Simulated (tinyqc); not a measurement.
On-chip power grid, static voltage drop by conjugate gradients: one step of the calculation.

A grid of 4 rows and 3 columns, node k = 3 row + column. Neighbours in a row are joined by Rx, in a column by Ry; pad nodes, which reach the supply through Rp: 0, 2, 9, 11. Each node draws I0, node 6 draws kh I0. The drops u = Vdd - V solve G u = i, with G the conductance matrix (1/Rp added on the diagonal at pad nodes).

Question. Diagonal of G, loads and first direction. G_kk = sum of the conductances at node k. Start u = 0, so the residual is r = i; z = r/G_kk (Jacobi preconditioner), p = z.

Parameters, values chosen for the exercise:
- Rx = 0.35 ohm (resistance of a horizontal segment)
- Ry = 1.2 ohm (resistance of a vertical segment)
- Rp = 0.29 ohm (resistance from a pad node to the supply)
- I0 = 1.4 mA (load current of an ordinary node)
- kh = 1 (factor on the load at the hot node)

Find: G_kk; r at the start; p at the start.

Answer.

G_kk (S):
```
        col 0   col 1   col 2
row 0  7.1388  6.5476  7.1388
row 1  4.5238  7.3810  4.5238
row 2  4.5238  7.3810  4.5238
row 3  7.1388  6.5476  7.1388
```

r at the start (mA):
```
        col 0   col 1   col 2
row 0  1.4000  1.4000  1.4000
row 1  1.4000  1.4000  1.4000
row 2  1.4000  1.4000  1.4000
row 3  1.4000  1.4000  1.4000
```

p at the start (mV):
```
         col 0    col 1    col 2
row 0  0.19611  0.21382  0.19611
row 1  0.30947  0.18968  0.30947
row 2  0.30947  0.18968  0.30947
row 3  0.19611  0.21382  0.19611
```

tinyqc, about 0.3 s, one thread, Intel Xeon 2.30GHz (shared host): `OMP_NUM_THREADS=1 python tinyqc.py 2770219 2770220 out.jsonl`
